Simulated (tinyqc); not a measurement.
# Worked calculation: Schottky barrier on an n-type semiconductor, non-linear Poisson equation by Newton steps

tinyqc, about 0.04 s, one thread, Intel Xeon 2.30GHz (shared host): `OMP_NUM_THREADS=1 python tinyqc.py 2020049 2020050 out.jsonl` Printed values are rounded; ~0 in a residual or rate marks an entry under 1e-11 of the largest of its column.

One dimension, metal at x = 0, donor density C(x) = Nd, uniform. Energies are counted from the electron Fermi level of the semiconductor and the conduction-band edge is Ec = -psi, so n = Nc exp(psi/Vt); holes follow the Fermi level of the metal, at -V, so p = Nv exp((V - psi - Eg)/Vt). Ends: psi(0) = V - phiB and psi = Vt ln(Nd/Nc) deep inside. Boltzmann statistics, full ionisation, no current, no image force in the Poisson equation.

Parameters, values chosen for the exercise; band and dielectric values those of a made-up semiconductor: temperature T = 300 K; band gap Eg = 1.29 eV; relative permittivity eps_r = 12.5; conduction-band density of states at T Nc = 2.85e19 cm^-3; valence-band density of states at T Nv = 2.88e19 cm^-3; donor density deep in the semiconductor Nd = 1.1e18 cm^-3; barrier height phiB = 0.83 eV; bias of the metal against the semiconductor V = 0 V.

Constants: q = 1.602176634e-19 C, kB = 1.380649e-23 J/K, Vt = kB T/q, eps0 = 8.8541878128e-14 F/cm where lengths are in cm. Results are converted to the units shown.

## End potentials, built-in voltage, Debye length

psi_0 = V - phiB, psi_b = Vt ln(Nd/Nc), Vbi = phiB - Vt ln(Nc/Nd), LD = sqrt(eps0 eps_r Vt/(q Nd)), W = sqrt(2 eps0 eps_r (Vbi - V)/(q Nd)), hole density at the metal p_0 = Nv exp((phiB - Eg)/Vt).

psi_0 = -0.83 V
psi_b = -0.08413776 V
Vbi = 0.7458622 V
LD = 4.029256 nm
W for uniform Nd = 30.60710 nm
p_0 = 5.391785e11 cm^-3

The hole density at the metal is 4.9e-7 times Nd, so holes hardly matter.

## Doping on the mesh

x, node 0 to 10 (nm): [0, 2.9, 6.39, 10.6, 15.7, 21.8, 29.2, 38, 48.7, 61.6, 77.2]

C = Nd, uniform, taken at the nodes.

donor density C, node 0 to 10 (cm^-3): [1.1e18, 1.1e18, 1.1e18, 1.1e18, 1.1e18, 1.1e18, 1.1e18, 1.1e18, 1.1e18, 1.1e18, 1.1e18]

## Couplings between neighbouring nodes

a_i = eps0 eps_r/h_i for the interval from node i to i + 1, with h_i = x_(i+1) - x_i in cm.

coupling a_i, interval 0 to 9 (F/cm^2): [3.816460e-6, 3.171271e-6, 2.628916e-6, 2.170144e-6, 1.814383e-6, 1.495640e-6, 1.257697e-6, 1.034368e-6, 8.579639e-7, 7.094702e-7]

## Starting potential

The parabola psi_b - (psi_b - psi_0)(1 - x/W)^2 for x < W and psi_b beyond, with psi_0 = V - phiB, psi_b = Vt ln(Nd/Nc), W = sqrt(2 eps0 eps_r (psi_b - psi_0)/(q Nd)).

psi at the start, node 0 to 10 (V): [-0.8300000, -0.6953561, -0.5510750, -0.4028381, -0.2610674, -0.1458939, -0.0857141, -0.0841378, -0.0841378, -0.0841378, -0.0841378]

## Iteration 1: densities, residual and Jacobian diagonal

n_i = Nc exp(psi_i/Vt), p_i = Nv exp((V - psi_i - Eg)/Vt), rho_i = p_i - n_i + C_i, g_i = (n_i + p_i)/Vt. Box widths w_i = (h_(i-1) + h_i)/2 in cm. Residual F_i = a_i (psi_(i+1) - psi_i) - a_(i-1) (psi_i - psi_(i-1)) + q rho_i w_i; Jacobian: a_(i-1) and a_i beside the diagonal, b_i = -a_(i-1) - a_i - q g_i w_i on it. The two end nodes are fixed.

n, node 0 to 10 (cm^-3): [3.246823e5, 5.934391e7, 1.574681e10, 4.869260e12, 1.172482e15, 1.009104e17, 1.034929e18, 1.1e18, 1.1e18, 1.1e18, 1.1e18]
p, node 0 to 10 (cm^-3): [5.391785e11, 2.949952e9, 1.111728e7, 35952.42, 149.3086, 1.734824, 0.1691533, 0.1591470, 0.1591470, 0.1591470, 0.1591470]
residual F, node 1 to 9 (C/cm^2): [1.479696e-16, -9.706370e-16, -3.631559e-13, -1.051973e-10, -1.091315e-8, -7.957990e-8, -1.982615e-9, ~0, ~0]
diagonal b, node 1 to 9 (F/cm^2): [-6.987731e-6, -5.800186e-6, -4.799074e-6, -3.988596e-6, -3.732162e-6, -7.948651e-6, -8.938879e-6, -9.936681e-6, -1.128201e-5]

## Iteration 1: Newton step

Solve the tridiagonal system a_(i-1) d_(i-1) + b_i d_i + a_i d_(i+1) = -F_i for nodes 1 to 9, with d = 0 on fixed nodes. Each component d is damped to sign(d) Vt ln(1 + |d|/Vt) before it is added.

Newton step d, before damping, node 1 to 9 (V): [-0.00164410, -0.00362270, -0.00600948, -0.00890071, -0.01232082, -0.01265069, -0.00202631, -0.00021233, -0.00001615]
psi after iteration 1, node 0 to 10 (V): [-0.8300000, -0.6969501, -0.5544653, -0.4082414, -0.2687162, -0.1559693, -0.0960120, -0.0860886, -0.0843492, -0.0841539, -0.0841378]

## Iteration 2: densities, residual and Jacobian diagonal

As before.

n, node 0 to 10 (cm^-3): [3.246823e5, 5.579550e7, 1.381139e10, 3.950856e12, 8.721912e14, 6.834010e16, 6.948862e17, 1.020047e18, 1.091039e18, 1.099313e18, 1.1e18]
p, node 0 to 10 (cm^-3): [5.391785e11, 3.137560e9, 1.267517e7, 44309.82, 200.7148, 2.561625, 0.2519286, 0.1716212, 0.1604541, 0.1592464, 0.1591470]
residual F, node 1 to 9 (C/cm^2): [3.863358e-10, 4.049099e-10, 4.186162e-10, 3.919557e-10, -3.320615e-9, -2.461963e-8, 1.808023e-9, 6.253649e-11, 6.381977e-13]
diagonal b, node 1 to 9 (F/cm^2): [-6.987731e-6, -5.800186e-6, -4.799071e-6, -3.987554e-6, -3.595910e-6, -6.241646e-6, -8.455761e-6, -9.871151e-6, -1.127595e-5]

## Iteration 2: Newton step

As before.

Newton step d, before damping, node 1 to 9 (in units of 1e-3 V): [-0.352675, -0.898926, -1.711891, -2.889625, -4.519136, -5.139543, -0.557033, -0.052376, -0.003929]
psi after iteration 2, node 0 to 10 (V): [-0.8300000, -0.6973004, -0.5553490, -0.4098990, -0.2714554, -0.1601342, -0.1006997, -0.0866397, -0.0844015, -0.0841578, -0.0841378]

## Course of the Newton iteration

Stop when the largest undamped |d| is below 1e-9 V, or after 80 iterations.

Course of the iteration:
```
iteration  largest |F| (C/cm^2)  largest |d| (V)  at node
1                       7.96e-8           0.0127        6
2                       2.46e-8          5.14e-3        6
3                       3.68e-9          8.39e-4        6
4                      1.01e-10          2.26e-5        6
5                      7.61e-14          1.64e-8        6
6                      4.13e-20         8.66e-15        6
```

Converged in 6 iterations. Once the step is below 0.1 Vt, 3 more iteration(s) reach the threshold: near the solution the error is roughly squared each time.

## Converged densities, field and barrier lowering

converged psi, node 0 to 10 (V): [-0.8300000, -0.6973443, -0.5554558, -0.4101051, -0.2718306, -0.1608007, -0.1015484, -0.0867109, -0.0844085, -0.0841584, -0.0841378]

n and p as above; E_i = -(psi_(i+1) - psi_i)/h_i; at the metal |E_0| = |E on interval 0| + q rho_0 (h_0/2)/(eps0 eps_r), rho_0 = p_0 - n_0 + C_0; image-force lowering dphi = sqrt(q |E_0|/(4 pi eps0 eps_r)).

n, node 0 to 10 (cm^-3): [3.246823e5, 5.495115e7, 1.329225e10, 3.676059e12, 7.731985e14, 5.669066e16, 5.609266e17, 9.957852e17, 1.088539e18, 1.099124e18, 1.1e18]
p, node 0 to 10 (cm^-3): [5.391785e11, 3.185770e9, 1.317020e7, 47622.11, 226.4124, 3.088017, 0.3120938, 0.1758027, 0.1608227, 0.1592739, 0.1591470]
field E, interval 0 to 9 (kV/cm): [-457.4336, -406.5573, -345.2510, -271.1264, -182.0163, -80.0707, -16.8608, -2.1518, -0.1939, -0.0132]
|E_0| at the metal = 480.5230 kV/cm
image-force lowering = 74.40086 mV

A mesh of about 1000 nodes or more gives |E_0| = 478.9 kV/cm; the 11-node value is 0.35 % above it.

## Check against the first integral

First integral for uniform doping: E_0^2 = (2 q/(eps0 eps_r)) [Nd (U - Vt + Vt exp(-U/Vt)) + Vt p_0], U = Vbi - V, Vbi = phiB - Vt ln(Nc/Nd), p_0 = Nv exp((phiB - Eg)/Vt) (deep holes neglected). Image-force lowering dphi = sqrt(q E_0/(4 pi eps0 eps_r)), at x_m = sqrt(q/(16 pi eps0 eps_r E_0)). Depletion approximation: E = sqrt(2 q Nd U/(eps0 eps_r)).

E_0 = 478.8577 kV/cm
dphi = 74.27183 mV
x_m = 0.7755104 nm
field in the depletion approximation = 487.3786 kV/cm

The depletion approximation is 1.8 % above the exact field. The lowering is 2.9 Vt, a factor of 17.7 in a thermionic current.
